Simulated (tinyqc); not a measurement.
Worked calculation: plane-wave Kohn-Sham cycle with exchange-only LDA in a layered model solid. Computed by tinyqc, a small Python program that keeps every step. Settings: points = 16, plane-wave index or count = 3, electrons = 4, k points = 3, area = 27.0, mixing = 0.8, iteration cap = 75. Command: `OMP_NUM_THREADS=1 python tinyqc.py 21054 21055 out.jsonl` (the two numbers bound the seeds that draw the settings). One thread of a shared host (Intel(R) Xeon(R) Processor @ 2.60GHz), about 0.01 s of CPU time with the checks. Later iterations appear only in the table of the cycle.

## Iteration 1: potential

A solid whose potential varies along x alone (atomic units):

| parameter | value |
|---|---|
| period a | 8.200000 |
| cross-section of the cell | 27.000000 |
| electrons per cell | 4 |
| grid points | 16 |
| plane waves -n..n, n | 3 |
| k points | 3 |
| V1 in V1 cos(2 pi x/a) | -0.140000 |

density at the start, on the grid x_j = j a/N (e/bohr^3): 0.01806685  0.01806685  0.01806685  0.01806685  0.01806685  0.01806685  0.01806685  0.01806685  0.01806685  0.01806685  0.01806685  0.01806685  0.01806685  0.01806685  0.01806685  0.01806685

V_H(G) = 4 pi rho(G)/G^2 for G != 0 (uniform background); v_x = -(3 rho/pi)^(1/3); V = V_ext + V_H + v_x; Fourier components f(G_m) = (1/N) sum_j f(x_j) exp(-i G_m x_j).

Potentials on the grid (hartree):

| x | V_ext | V_H | v_x | V |
|---|---|---|---|---|
| 0.000000 | -0.140000 | 0.000000 | -0.258395 | -0.398395 |
| 0.512500 | -0.129343 | 0.000000 | -0.258395 | -0.387738 |
| 1.025000 | -0.098995 | 0.000000 | -0.258395 | -0.357390 |
| 1.537500 | -0.053576 | 0.000000 | -0.258395 | -0.311971 |
| 2.050000 | 0 | 0.000000 | -0.258395 | -0.258395 |
| 2.562500 | 0.053576 | 0.000000 | -0.258395 | -0.204820 |
| 3.075000 | 0.098995 | 0.000000 | -0.258395 | -0.159400 |
| 3.587500 | 0.129343 | 0.000000 | -0.258395 | -0.129052 |
| 4.100000 | 0.140000 | 0.000000 | -0.258395 | -0.118395 |
| 4.612500 | 0.129343 | 0.000000 | -0.258395 | -0.129052 |
| 5.125000 | 0.098995 | 0.000000 | -0.258395 | -0.159400 |
| 5.637500 | 0.053576 | 0.000000 | -0.258395 | -0.204820 |
| 6.150000 | 0 | 0.000000 | -0.258395 | -0.258395 |
| 6.662500 | -0.053576 | 0.000000 | -0.258395 | -0.311971 |
| 7.175000 | -0.098995 | 0.000000 | -0.258395 | -0.357390 |
| 7.687500 | -0.129343 | 0.000000 | -0.258395 | -0.387738 |

V(G_m), m = 0, 1, 2, ... (hartree): -0.258395  -0.070000  0.000000  0.000000  0.000000  0.000000  0.000000

## Iteration 1: Hamiltonian at one k

k = 0.000000 2 pi / a

H(m,m') = (k + G_m)^2/2 delta + V(G_m - G_m'), with V(-G) = V(G).

H (hartree), lower triangle:
```
           -3         -2         -1         +0         +1         +2        +3
-3   2.383676
-2  -0.070000   0.915859
-1   0.000000  -0.070000   0.035168
+0   0.000000   0.000000  -0.070000  -0.258395
+1   0.000000   0.000000   0.000000  -0.070000   0.035168
+2   0.000000   0.000000   0.000000   0.000000  -0.070000   0.915859
+3   0.000000   0.000000   0.000000   0.000000   0.000000  -0.070000  2.383676
```

## Iteration 1: levels at that k

Diagonalise the Hermitian matrix.

eigenvalues (hartree): -0.289010  0.029626  0.060189  0.918065  0.918118  2.387012  2.387012

## Iteration 1: new density

Motion across x is left out: the lowest 2 band(s) hold two electrons at each of the k points (j + 1/2)/nk - 1/2. Residual R = rho(out) - rho(in); rho(new) = rho(in) + 0.8 R. rho(out) = 2/(a A nk) sum |psi|^2 with psi = sum c exp(i G x). Harris energy E = band energy - dV sum rho (V_H/2 + v_x) + (3/4) dV sum rho v_x with rho(in), dV = a A/N, band energy = (2/nk) sum of the filled levels.

rho(out) (e/bohr^3): 0.02058020  0.02131386  0.02263352  0.02280277  0.02087648  0.01735499  0.01357186  0.01079577  0.00979086  0.01079577  0.01357186  0.01735499  0.02087648  0.02280277  0.02263352  0.02131386

density after iteration 1 (e/bohr^3): 0.02007753  0.02066446  0.02172018  0.02185559  0.02031455  0.01749736  0.01447086  0.01224999  0.01144606  0.01224999  0.01447086  0.01749736  0.02031455  0.02185559  0.02172018  0.02066446

energy per cell = -0.40917548 hartree

## Iteration 2: potential

As before.

Potentials on the grid (hartree):

| x | V_ext | V_H | v_x | V |
|---|---|---|---|---|
| 0.000000 | -0.140000 | 0.087861 | -0.267646 | -0.319785 |
| 0.512500 | -0.129343 | 0.084370 | -0.270229 | -0.315202 |
| 1.025000 | -0.098995 | 0.072166 | -0.274755 | -0.301583 |
| 1.537500 | -0.053576 | 0.048167 | -0.275324 | -0.280733 |
| 2.050000 | 0 | 0.012142 | -0.268695 | -0.256553 |
| 2.562500 | 0.053576 | -0.030942 | -0.255651 | -0.233017 |
| 3.075000 | 0.098995 | -0.072089 | -0.239969 | -0.213063 |
| 3.587500 | 0.129343 | -0.101596 | -0.227005 | -0.199258 |
| 4.100000 | 0.140000 | -0.112299 | -0.221926 | -0.194225 |
| 4.612500 | 0.129343 | -0.101596 | -0.227005 | -0.199258 |
| 5.125000 | 0.098995 | -0.072089 | -0.239969 | -0.213063 |
| 5.637500 | 0.053576 | -0.030942 | -0.255651 | -0.233017 |
| 6.150000 | 0 | 0.012142 | -0.268695 | -0.256553 |
| 6.662500 | -0.053576 | 0.048167 | -0.275324 | -0.280733 |
| 7.175000 | -0.098995 | 0.072166 | -0.274755 | -0.301583 |
| 7.687500 | -0.129343 | 0.084370 | -0.270229 | -0.315202 |

V(G_m), m = 0, 1, 2, ... (hartree): -0.257052  -0.031344  -0.000119  -0.000059  0.000136  0.000012  0.000006

## Iteration 2: Hamiltonian at one k

k = 0.000000 2 pi / a

As before.

H (hartree), lower triangle:
```
           -3         -2         -1         +0         +1         +2        +3
-3   2.385020
-2  -0.031344   0.917202
-1  -0.000119  -0.031344   0.036512
+0  -0.000059  -0.000119  -0.031344  -0.257052
+1   0.000136  -0.000059  -0.000119  -0.031344   0.036512
+2   0.000012   0.000136  -0.000059  -0.000119  -0.031344   0.917202
+3   0.000006   0.000012   0.000136  -0.000059  -0.000119  -0.031344  2.385020
```

## Iteration 2: levels at that k

As before.

eigenvalues (hartree): -0.263621  0.035520  0.041841  0.917507  0.917790  2.385683  2.385695

## Iteration 2: new density

As before.

rho(out) (e/bohr^3): 0.01766676  0.01846141  0.02019084  0.02141820  0.02101528  0.01889631  0.01595857  0.01349147  0.01253865  0.01349147  0.01595857  0.01889631  0.02101528  0.02141820  0.02019084  0.01846141

density after iteration 2 (e/bohr^3): 0.01814891  0.01890202  0.02049671  0.02150568  0.02087513  0.01861652  0.01566103  0.01324317  0.01232013  0.01324317  0.01566103  0.01861652  0.02087513  0.02150568  0.02049671  0.01890202

energy per cell = -0.39172390 hartree

## Convergence

Stop when sqrt(dV sum R^2) is below 1e-8, dV = a A/N.

Course of the cycle:

| iteration | E (hartree) | norm of the residual |
|---|---|---|
| 1 | -0.40917548 | 6.91e-02 |
| 2 | -0.39172390 | 2.17e-02 |
| 3 | -0.38992694 | 7.31e-03 |
| 4 | -0.38970207 | 2.52e-03 |
| 5 | -0.38967571 | 8.63e-04 |
| 6 | -0.38967255 | 2.99e-04 |
| 7 | -0.38967218 | 1.03e-04 |
| 8 | -0.38967213 | 3.56e-05 |
| 9 | -0.38967212 | 1.23e-05 |
| 10 | -0.38967212 | 4.24e-06 |
| 11 | -0.38967212 | 1.46e-06 |
| 12 | -0.38967212 | 5.05e-07 |
| 13 | -0.38967212 | 1.74e-07 |
| 14 | -0.38967212 | 6.02e-08 |
| 15 | -0.38967212 | 2.08e-08 |
| 16 | -0.38967212 | 7.18e-09 |

Converged in 16 iterations. Before convergence this energy mixes input and output and is not variational, so it may rise towards its limit.
